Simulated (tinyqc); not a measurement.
Worked calculation: five-level k.p model folded onto the conduction band. Values are carried at full precision from step to step, so a last printed digit may differ when a step is redone from the rounded ones.

Second-order sums for the lowest conduction level at E: 1/m = 1 + Cm + (Ep/3)(2/E + 1/(E + Dso)) - (Ep2/3)(2/(E7 + D2 - E) + 1/(E7 - E)); g/2 = 1 + Cg - (Ep/3)(1/E - 1/(E + Dso)) - (Ep2/3)(1/(E7 - E) - 1/(E7 + D2 - E)). E is counted from the top of the valence band; E = Eg at the edge.

Constants: hbar^2/2m0 = 3.80998211 eV angstrom^2.

Parameters, chosen for this exercise (near those of CdTe; shifted at random, so the results belong to these values and not to a real crystal):

| symbol | value | unit | meaning |
|---|---|---|---|
| Eg | 1.601 | eV | gap at Gamma to the s-like level |
| Dso | 0.901 | eV | spin-orbit splitting |
| Ep | 18.8 | eV | Kane energy |
| E7 | 5.34 | eV | upper Gamma7 conduction level, from the valence top |
| D2 | 0.29 | eV | its spin-orbit splitting, Gamma8 above Gamma7 |
| Ep2 | 2.5 | eV | Kane energy to the upper levels |
| Cm | 0.1 |  | remote term in 1/m |
| Cg | 0 |  | remote term in g/2 |
| k | 0.079 | 1/angstrom | wave vector along z |

## Mass and g factor term by term

Evaluate at E = Eg.

Terms:

| level | part of 1/m | part of g |
|---|---|---|
| free + remote | 1.1000 | 2.0000 |
| Gamma8 valence | 7.8284 | -7.8284 |
| Gamma7 valence | 2.5047 | 5.0093 |
| Gamma8 upper | -0.4137 | 0.4137 |
| Gamma7 upper | -0.2229 | -0.4458 |

m = 0.0926 m0
g = -0.851

The valence levels give 10.33 to 1/m and the upper levels take 0.64 away. In g the two valence terms nearly cancel when Dso is small against Eg; here Dso/Eg = 0.56 and they leave -2.819, the upper pair -0.032.

## The matrix at one k

For k along z and one spin sector the level c couples to four states. With c0 = hbar^2/2m0, P = sqrt(Ep c0), P2 = sqrt(Ep2 c0): diagonal Eg + (1 + Cm) c0 k^2 for c, and 0, -Dso, E7 + D2, E7 for lh, so, G8 up, G7 up (their own dispersion is left out); couplings of c: sqrt(2/3) P k to lh, sqrt(1/3) P k to so, sqrt(2/3) P2 k to G8 up, sqrt(1/3) P2 k to G7 up (phases chosen real).

Fill in the matrix.

H (eV):
```
             c       lh        so    G8 up    G7 up
c      1.62716  0.54591   0.38602  0.19907  0.14077
lh     0.54591        0         0        0        0
so     0.38602        0  -0.90100        0        0
G8 up  0.19907        0         0  5.63000        0
G7 up  0.14077        0         0        0  5.34000
```

## Exact folding onto c

Solve E = H_cc + S(E), S(E) = sum_j H_cj^2/(E - H_jj), from E = H_cc, by plain substitution and by Newton steps on E - H_cc - S(E). The weight of c in the state is Z = 1/(1 - dS/dE). The exact level is the third eigenvalue of H from below.

Iterates (eV):

| step | substitution | Newton |
|---|---|---|
| 0 | 1.62716 | 1.62716 |
| 1 | 1.85401 | 1.82619 |
| 2 | 1.82581 | 1.82865 |
| 3 | 1.82897 | 1.82865 |
| 4 | 1.82861 | 1.82865 |
| 5 | 1.82865 | 1.82865 |
| 6 | 1.82865 | 1.82865 |
| 7 | 1.82865 | 1.82865 |

exact level = 1.82865 eV
Z = 0.8981

Substitution multiplies the error by about dS/dE = 1 - 1/Z = -0.113 a step, so it alternates; after 7 steps it is off by 5.4e-08 eV, while Newton is within 1e-5 eV from step 2 on.

## Loewdin series

Expanding E = H_cc + S(E) about Eg in powers of k^2, with s_n = sum_j H_cj^2/(Eg - H_jj)^n: order k^2: e2 = (1 + Cm) c0 k^2 + s1; order k^4: e4 = -s2 e2; order k^6: e6 = s3 e2^2 + s2^2 e2.

Give each order and the partial sums, counted from Eg.

s1 (eV), s2 (no unit), s3 (1/eV); (1 + Cm) c0 k^2 is H_cc - Eg: 0.23057  0.14393  0.08115

e2, e4, e6 (eV): 0.25672  -0.03695  0.01067

partial sums (eV): 0.25672  0.21977  0.23044

The exact value is 0.22765 eV; the errors of the partial sums are +29.07, -7.88 and +2.79 meV.

## Checks

- Curvature of the exact level at small k against the sum for 1/m: both 10.797.

tinyqc: `OMP_NUM_THREADS=1 python tinyqc.py 1050801 1050802 out.jsonl`; about 0.01 s, one thread, shared Intel(R) Xeon(R) Processor @ 2.30GHz.
